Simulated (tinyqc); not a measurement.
Stacked nanosheet transistor, parasitic resistance, capacitance and delay: what each parasitic element costs.

Ns sheets share one contact on top; each has perimeter p = 2 (Ws + ts) and cross-section A = Ws ts; contact width Wc = Ws + 10 nm, stack height Hs = Ns pv. Sheet 1 is the top one. Contact length Lc = CPP - Lg - 2 Lsp, shared by two neighbouring gates. Source and drain sides are equal. The formulas are first-order estimates, not field solutions.

Epitaxy sheet resistance Rsh = re/te, transfer length LT = sqrt(rc/Rsh), contact Rc = [sqrt(rc Rsh)/Wc] coth(Lc/(2 LT)); extension of one sheet Rx = rx Lsp/A. With N sheets: gate Cg = Cinv p N Lg; per side, plate Cp = ks eps0 [Wc (Hs + Hc) - N A]/Lsp, top fringe Cf = (2/pi) ks eps0 Wc ln(1 + Lg/(2 Lsp)), overlap Co = Cinv p N Lov. One sheet: I = p Q vx u/(1 + |u|^1.8)^(1/1.8), Q = Cinv n Vt ln(1 + exp((Vg' - VT + dl Vd')/(n Vt))), u = Vd' mu/(vx Lg), Vg' = Vgs - v, Vd' = Vds - 2 v, with the drop on each side v_j = Rc sum I + rv (sum over levels k = 2..j of the current of sheets k..Ns) + Rx I_j. Ieff = [I(Vgs = Vdd, Vds = Vdd/2) + I(Vdd/2, Vdd)]/2, total currents. With Cs = Cp + Cf + Co, the load of an inverter of two such devices driving an equal one is CL = 2 (Cg + 2 Cs) + 4 Cs + Cw (own drains counted twice for the Miller effect); delay CL Vdd/(2 Ieff). Each row removes one element and keeps the rest.

Inputs (values chosen for the exercise); values close to those of silicon logic devices: temperature T = 300 K; number of sheets Ns = 3; sheet width Ws = 30 nm; sheet thickness ts = 7 nm; vertical pitch of the sheets pv = 16 nm; vertical resistance between sheet levels rv = 177 ohm; contacted gate pitch CPP = 42 nm; gate length Lg = 18 nm; spacer length Lsp = 5 nm; relative permittivity of the spacer ks = 4; gate height above the channel stack Hc = 20 nm; contact resistivity rc = 1.8e-9 ohm cm^2; resistivity of the source-drain epitaxy re = 0.00024 ohm cm; current-carrying depth of the epitaxy te = 15 nm; resistivity of the extension rx = 0.00045 ohm cm; gate overlap Lov = 2 nm; inversion capacitance Cinv = 2.8 uF/cm^2; injection velocity vx = 1.4e7 cm/s; apparent mobility mu = 200 cm^2/(V s); threshold at zero drain voltage VT = 0.28 V; barrier lowering dl = 0.043 V/V; subthreshold factor n = 1.15; wire load Cw = 0.26 fF; supply voltage Vdd = 0.6 V.

Constants: q = 1.602176634e-19 C, kB = 1.380649e-23 J/K, eps0 = 8.8541878128e-12 F/m, Vt = kB T/q. Results are converted to the units shown.

One element removed at a time:
```
,Ieff (uA),CL (aF),delay (ps)
as given,75.94,709.1,2.801
no contact resistance,132.6,709.1,1.605
no extension resistance,77.90,709.1,2.731
no vertical resistance,81.17,709.1,2.621
air spacer (ks = 1),75.94,614.7,2.428
no overlap,75.94,609.6,2.408
no wire,75.94,449.1,1.774
```

What do the numbers show?

Gains in delay, largest first: no contact resistance 43 %, no wire 37 %, no overlap 14 %, air spacer (ks = 1) 13 %, no vertical resistance 6.4 %, no extension resistance 2.5 %.

Program tinyqc, `OMP_NUM_THREADS=1 python tinyqc.py 2170021 2170022 out.jsonl`; Intel Xeon 2.30GHz, shared host, one thread, about 0.05 s.
